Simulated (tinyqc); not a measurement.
# Changing the localisation length xi

Model: hopping conduction between localised states. Computed by tinyqc, a small Python program. Command: `OMP_NUM_THREADS=1 python tinyqc.py 3024296 3024297 out.jsonl hop sweep`. One thread of a shared host (Intel(R) Xeon(R) Processor @ 2.30GHz), about 0.01 s of CPU time with the checks.

Energies are counted from the Fermi level. A small network shows the mechanism; the laws of an infinite system follow.

Inputs (values chosen for the exercise, for a model amorphous semiconductor):

| quantity | value | unit |
|---|---|---|
| density of states g_0 | 2.8e+18 | 1/(eV cm^3) |
| permittivity eps | 14 | - |
| activation energy E_a to extended states | 0.02 | eV |
| prefactor of activated conduction | 680 | S/cm |
| prefactor of hopping | 0.94 | S/cm |
| conductance scale G_0 | 1 | microsiemens |
| temperature T | 37 | K |

Dimension: 3D.

sites of the small network (nm, nm, meV):
```
      x     y  energy
1     0  1.36    0.59
2  1.33     1     2.1
3  2.38  0.23   -2.85
4  4.65  2.15   -1.91
5  5.78  1.94    2.57
6  7.33  0.45    1.77
7  8.89  2.57   -6.38
8    10  0.96    0.46
```

Constants: k_B = 8.617333262e-05 eV/K; e^2/(4 pi eps_0) = 14.39964548 eV angstrom.

Method:
- Miller-Abrahams exponent s_ij = 2 r_ij/xi + (|E_i| + |E_j| + |E_i - E_j|)/(2 k_B T); G_ij = G_0 exp(-s_ij). The diagonal is set to 0 and not used.
- Site 1 is held at potential 1 and site 8 at 0; Kirchhoff's law sum_j G_ij (u_i - u_j) = 0 fixes the others; G = sum_j G_1j (1 - u_j). G_ij = G_0 exp(-s_ij).
- Mott: T_M = 21.2/(k_B g_0 xi^3), exponent (T_M/T)^(1/4), mean hop r = (3/8) xi times the exponent. Efros-Shklovskii: T_ES = 2.8 e^2/(4 pi eps eps_0 k_B xi), exponent (T_ES/T)^(1/2). Coulomb gap width g_0^(1/2) (e^2/(4 pi eps eps_0))^(3/2). The numerical coefficients come from percolation theory and are given.
- sigma = s_1 exp(-E_a/k_B T) + s_2 exp(-larger of the two exponents); reduced activation energy w = d ln(sigma)/d ln(T) by a central difference of +/- 1 %.

One run for each value:

| localisation length xi (nm) | hopping part (S/cm) | -ln(G/G_0) | T_M (K) | T_ES (K) |
|---|---|---|---|---|
| 0.39 | 2.6792e-35 | 16.258 | 1.4812e+09 | 8569.3 |
| 0.69 | 2.8456e-23 | 9.707 | 2.6746e+08 | 4843.5 |
| 0.92 | 6.6755e-19 | 7.595 | 1.1283e+08 | 3632.6 |
| 1.20 | 1.2692e-15 | 6.107 | 5.0847e+07 | 2785.0 |
| 1.60 | 9.7569e-13 | 4.835 | 2.1451e+07 | 2088.8 |
| 2.20 | 3.4307e-10 | 3.697 | 8.2516e+06 | 1519.1 |
| 2.90 | 2.0022e-08 | 2.875 | 3.6026e+06 | 1152.4 |

Give the missing row, localisation length xi (nm) = 0.52.

Computed row:
```
localisation length xi (nm)  hopping part (S/cm)  -ln(G/G_0)     T_M (K)  T_ES (K)
0.52                                  1.3560e-28      12.483  6.2488e+08    6427.0
```

Interpolating between the two neighbouring rows (the first column on a logarithmic scale, the others too where they are positive) misses most in hopping part (S/cm), by 77 %. Over the rows, hopping part (S/cm) rises from 2.68e-35 to 2.00e-8 (exponent d ln y / d ln x 54 between the first rows and 15 between the last); -ln(G/G_0) falls from 16.3 to 2.88 (exponent d ln y / d ln x between -0.92 and -0.81); T_M (K) falls from 1.48e9 to 3.60e6 (exponent d ln y / d ln x about -3.0 throughout). The exponent of T_M stays at -3: T_M = 21.2/(k_B g_0 xi^3).
